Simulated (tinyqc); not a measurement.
Inside a calculation. Method: Hueckel theory of the pi electrons, for the molecule [CH2]C([CH2])=CC=CC=C (SMILES; centres numbered as the heavy atoms are written). Computed by tinyqc, a small Python program that keeps every step. Settings: charge = 0. Command: `OMP_NUM_THREADS=1 python tinyqc.py 28709 28710 out.jsonl` (the two numbers bound the seeds that draw the settings). One thread of a shared host (Intel(R) Xeon(R) Processor @ 2.60GHz), about 0.01 s of CPU time with the checks.

## The Hueckel matrix

Centres:
```
centre  z_r, pi electrons of the neutral centre         h
1C                                            1  0.000000
2C                                            1  0.000000
3C                                            1  0.000000
4C                                            1  0.000000
5C                                            1  0.000000
6C                                            1  0.000000
7C                                            1  0.000000
8C                                            1  0.000000
```

Bonds:
```
i  j  k
1  2  1
2  3  1
2  4  1
4  5  1
5  6  1
6  7  1
7  8  1
```

H_rr = alpha + h_r beta, H_rs = k_rs beta for bonded centres.

Hueckel matrix in units of beta (H = alpha + beta A), order 1C, 2C, 3C, 4C, 5C, 6C, 7C, 8C:
```
[[0.000000, 1.000000, 0.000000, 0.000000, 0.000000, 0.000000, 0.000000, 0.000000],
 [1.000000, 0.000000, 1.000000, 1.000000, 0.000000, 0.000000, 0.000000, 0.000000],
 [0.000000, 1.000000, 0.000000, 0.000000, 0.000000, 0.000000, 0.000000, 0.000000],
 [0.000000, 1.000000, 0.000000, 0.000000, 1.000000, 0.000000, 0.000000, 0.000000],
 [0.000000, 0.000000, 0.000000, 1.000000, 0.000000, 1.000000, 0.000000, 0.000000],
 [0.000000, 0.000000, 0.000000, 0.000000, 1.000000, 0.000000, 1.000000, 0.000000],
 [0.000000, 0.000000, 0.000000, 0.000000, 0.000000, 1.000000, 0.000000, 1.000000],
 [0.000000, 0.000000, 0.000000, 0.000000, 0.000000, 0.000000, 1.000000, 0.000000]]
```

## Orbitals

pi electrons, sum of z_r less the charge = 8

Diagonalise; E = alpha + x beta with beta < 0, so the largest x are filled first; degenerate levels share their electrons. P = sum n_i c_ri c_si; each orbital has its largest coefficient positive (the first on a tie).

x values: [1.949856, 1.563663, 0.867767, 0.000000, 0.000000, -0.867767, -1.563663, -1.949856]

occupations: [2.000000, 2.000000, 2.000000, 1.000000, 1.000000, 0.000000, 0.000000, 0.000000]

coefficients, order 1C, 2C, 3C, 4C, 5C, 6C, 7C, 8C:
```
[[0.267261, -0.267261, -0.267261, 0.000000, 0.755929, 0.267261, 0.267261, -0.267261],
 [0.521121, -0.417907, -0.231921, 0.000000, 0.000000, -0.231921, -0.417907, 0.521121],
 [0.267261, -0.267261, -0.267261, 0.500000, -0.566947, 0.267261, 0.267261, -0.267261],
 [0.481588, -0.118942, 0.333269, -0.500000, -0.188982, -0.333269, 0.118942, -0.481588],
 [0.417907, 0.231921, 0.521121, 0.000000, 0.000000, 0.521121, 0.231921, 0.417907],
 [0.333269, 0.481588, 0.118942, 0.500000, 0.188982, -0.118942, -0.481588, -0.333269],
 [0.231921, 0.521121, -0.417907, 0.000000, 0.000000, -0.417907, 0.521121, 0.231921],
 [0.118942, 0.333269, -0.481588, -0.500000, -0.188982, 0.481588, -0.333269, -0.118942]]
```

charge and bond-order matrix P, order 1C, 2C, 3C, 4C, 5C, 6C, 7C, 8C:
```
[[1.000000, 0.625898, 0.000000, 0.000000, -0.179137, 0.000000, 0.068796, 0.000000],
 [0.625898, 1.000000, 0.625898, 0.446761, 0.000000, -0.110341, 0.000000, 0.068796],
 [0.000000, 0.625898, 1.000000, 0.000000, -0.179137, 0.000000, 0.068796, 0.000000],
 [0.000000, 0.446761, 0.000000, 1.000000, 0.694694, 0.000000, -0.179137, 0.000000],
 [-0.179137, 0.000000, -0.179137, 0.694694, 1.000000, 0.625898, 0.000000, -0.247934],
 [0.000000, -0.110341, 0.000000, 0.000000, 0.625898, 1.000000, 0.557102, 0.000000],
 [0.068796, 0.000000, 0.068796, -0.179137, 0.000000, 0.557102, 1.000000, 0.805035],
 [0.000000, 0.068796, 0.000000, 0.000000, -0.247934, 0.000000, 0.805035, 1.000000]]
```

Within a degenerate level the vectors are fixed only up to a rotation; this is one choice.

## Energy, charges, bond orders

E = sum n x; q_r = z_r - P_rr; bond order p = P_rs; free valence = sqrt(3) - sum of p over the bonds of the atom.

pi energy = 8 alpha + this times beta = 8.762573

pi charges: [0.000000, 0.000000, 0.000000, 0.000000, 0.000000, 0.000000, 0.000000, 0.000000]

Bond orders and lengths from R = 1.517 - 0.180 p (angstrom, C-C alone):
```
bond         p         R
1-2   0.625898  1.404338
2-3   0.625898  1.404338
2-4   0.446761  1.436583
4-5   0.694694  1.391955
5-6   0.625898  1.404338
6-7   0.557102  1.416722
7-8   0.805035  1.372094
```

free valence of the carbons: [1.106153, 0.033494, 1.106153, 0.590596, 0.411458, 0.549051, 0.369914, 0.927016]

gap between the highest filled and the next level = 0.867767 |beta|
